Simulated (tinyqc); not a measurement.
Inside a calculation: thin-film optics by transfer matrices. Values are carried at full precision from step to step, so a last printed digit may differ when a step is redone from the rounded ones.

Indices N = n + i k. Snell: N0 sin(theta) = N_j sin(theta_j), with Im(N_j cos theta_j) >= 0. Admittance y_j = N_j cos theta_j for s and N_j/cos theta_j for p. Phase delta_j = 2 pi N_j cos theta_j d_j/lambda. Layer matrix [[cos delta, -i sin delta/y], [-i y sin delta, cos delta]], multiplied from the top down to M. (B, C) = M (1, y_sub); r = (y0 B - C)/(y0 B + C), R = |r|^2, T = 4 Re y0 Re y_sub/|y0 B + C|^2, absorbed in the films 1 - R - T.

Values chosen for the exercise (indices near those of polySi, SiO2 on Si; the results hold for these values, not for the real material): lam = 248 nm (vacuum wavelength); n0 = 1 (ambient index); n = (1.691, 1.531, 1.599) (n of polySi, SiO2, substrate); k = (2.792, 0, 3.564) (k in the same order); d = (146, 15) nm (thicknesses, top first); theta = 60 degrees (angle of incidence); pol = s (polarisation).

## Angles, admittances and phases

Form cos theta_j, y_j and delta_j.

cos theta_j: ambient 0.5000, film 1 1.0166+0.0307i, film 2 0.8246, substrate 1.0164+0.0181i

y_j: ambient 0.50000000, film 1 1.63347124+2.89033065i, film 2 1.26252168, substrate 1.56080352+3.65121934i

delta_j (rad): film 1 6.04216437+10.69125215i, film 2 0.47979784

## Layer matrices and their product

Form each matrix and multiply from the top down.

matrix of film 1:
```
                        1                      2
1   21349.2903+5247.6352i   4539.9895-4820.6761i
2  19706.0507+70278.3692i  21349.2903+5247.6352i
```

matrix of film 2:
```
          1         2
1    0.8871  -0.3656i
2  -0.5828i    0.8871
```

M:
```
                                1                              2
1   16129.31188820+2009.30123320i  5945.99797160-12082.03645860i
2  20539.22210040+49901.18030600i  44633.69702960-2549.75885748i
```

Each matrix has determinant 1, and so has M.

## Reflection and transmission

Close the stack on the substrate.

B, C: 69524.0116+4861.7589i  99513.3825+208888.9253i

r = -0.8347-0.2240i
R = 0.7469
T into the substrate = 0.0000
absorbed in the films = 0.2531

The bare substrate would reflect 0.8224.

## Ellipsometric angles

Ellipsometry: rho = tan(Psi) exp(i Delta) = -conj(r_p/r_s) with the r of the admittance formula, Delta in 0 to 360 degrees, so that a bare dielectric at small angles gives Delta = 180.

Repeat the steps for both polarisations.

r_s = -0.8347-0.2240i
r_p = -0.2961-0.5064i
Psi = 34.17 degrees
Delta = 135.33 degrees

## Checks

- R against the recursion of Airy sums from the substrate up: both 0.74686.

Run: tinyqc, `OMP_NUM_THREADS=1 python tinyqc.py 1682434 1682435 out.jsonl`; Intel(R) Xeon(R) Processor @ 2.30GHz, one thread, shared host; about 0.01 s of CPU time with all checks.
